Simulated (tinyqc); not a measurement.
# Worked calculation: bandgap voltage reference from two bipolar transistors

Program tinyqc, `OMP_NUM_THREADS=1 python tinyqc.py 2062081 2062082 out.jsonl`; Intel Xeon 2.30GHz, shared host, one thread, about 0.02 s. Printed values are rounded.

Two transistors of area 1 and N carry the same current I. Is(T) = Is (T/T0)^eta exp[(Vg0 q/kB)(1/T0 - 1/T)], VBE1 = Vt ln(I/Is(T)) + I rb, VBE2 = Vt ln(I/(N Is(T))) + I rb/N. The amplifier forces I R1(T) = VBE1 - VBE2 + Vos, with R(T) = R (1 + tc (T - T0)) for both resistors, and the output is Vref = VBE1 + I R2(T). Base currents and the Early effect are neglected.

Inputs (values chosen for the exercise); values of the order met in silicon bipolar transistors:
- T0 = 298 K (reference temperature)
- Vg0 = 1.145 V (band-gap voltage extrapolated to 0 K)
- eta = 3.7 (temperature exponent of the saturation current)
- Is = 8.4e-16 A (saturation current of the unit transistor at T0)
- N = 8 (area ratio of the second transistor)
- R1 = 8.1 kohm (resistor across which the difference of VBE falls, at T0)
- tc = 0 ppm/K (temperature coefficient of both resistors)
- Vos = 0 mV (offset of the amplifier)
- rb = 150 ohm (series resistance of the unit transistor)
- R2 = 89.01 kohm (output resistor at T0)
- T = 233 K (temperature)

Constants: q = 1.602176634e-19 C, kB = 1.380649e-23 J/K. Results are converted to the units shown.

## Operating point at the reference temperature

Vt = kB T/q; I = (Vt ln N + Vos)/(R1(T) - rb (1 - 1/N)). Evaluate at T = T0.

Vt = 0.02567965 V
I = 6.701093 uA
Is(T) = 8.4e-16 A
VBE1 = 0.5864984 V
I R2 = 0.5964643 V
Vref = 1.182963 V

## Operating point at another temperature

Vt = kB T/q; I = (Vt ln N + Vos)/(R1(T) - rb (1 - 1/N)).

Vt = 0.02007839 V
I = 5.239445 uA
Is(T) = 1.339222e-21 A
VBE1 = 0.7216583 V
I R2 = 0.4663630 V
Vref = 1.188021 V

From T0 to T, VBE1 changes by 135 mV and I R2 by -130 mV, which leaves 5.06 mV in Vref.

## Resistor for zero slope at T0, ideal case

With tc = 0, Vos = 0 and rb = 0 the current is proportional to T, dVBE/dT = (VBE - Vg0 - (eta - 1) Vt)/T, and Vref has zero slope at T0 when Vref = Vg0 + (eta - 1) Vt0. Find VBE1, its slope, that Vref, R2/R1 and the curvature d2Vref/dT2 = -(eta - 1) kB/(q T0).

VBE1 = 0.5850738 V
dVBE/dT = -2.111615 mV/K
Vref = 1.214335 V
R2/R1 = 11.78407
curvature = -0.7807651 uV/K^2
